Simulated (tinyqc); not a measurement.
From results back to parameters: image-charge renormalisation of a gap near a dielectric or metal. Four cases, with inputs chosen for the exercise.

Problem. A small molecule or defect in vacuum at height z above the image plane of a substrate has both its electron and hole levels stabilised by (e^2/4 pi eps0)(es - 1)/((es + 1) 4 z), so its gap shrinks by twice that. The reduced gap is given.

Constants: e^2/(4 pi eps0) = 14.39964547 eV angstrom.

Find: reduction; (es - 1)/(es + 1); z.

Method. z = (e^2/4 pi eps0)(es - 1)/((es + 1) 2 x reduction). Local and hybrid functionals miss this shift, since it is a non-local correlation effect.

Case 1.

Values chosen: E0 = 6.23 eV (quasiparticle gap far from the surface); es = 10000 (dielectric constant of the substrate (1e4: a metal)).

gap near the surface = 4.17332 eV

Solution.

reduction = 2.0567 eV
(es - 1)/(es + 1) = 0.9998
z = 3.50 angstrom

Case 2.

Values chosen: E0 = 8.02 eV (quasiparticle gap far from the surface); es = 2.3 (dielectric constant of the substrate (1e4: a metal)).

gap near the surface = 7.20963 eV

Solution.

reduction = 0.8104 eV
(es - 1)/(es + 1) = 0.3939
z = 3.50 angstrom

Case 3.

Values chosen: E0 = 4.35 eV (quasiparticle gap far from the surface); es = 25 (dielectric constant of the substrate (1e4: a metal)).

gap near the surface = 3.48688 eV

Solution.

reduction = 0.8631 eV
(es - 1)/(es + 1) = 0.9231
z = 7.70 angstrom

Case 4.

Values chosen: E0 = 2.15 eV (quasiparticle gap far from the surface); es = 25 (dielectric constant of the substrate (1e4: a metal)).

gap near the surface = 1.26387 eV

Solution.

reduction = 0.8861 eV
(es - 1)/(es + 1) = 0.9231
z = 7.50 angstrom

Computed by tinyqc, one run a case: `OMP_NUM_THREADS=1 python tinyqc.py N N+1 out.jsonl` with N = 1850279, 1850294, 1850298, 1850317; one thread of a shared Intel(R) Xeon(R) Processor @ 2.30GHz, about 0.02 s a run at most.
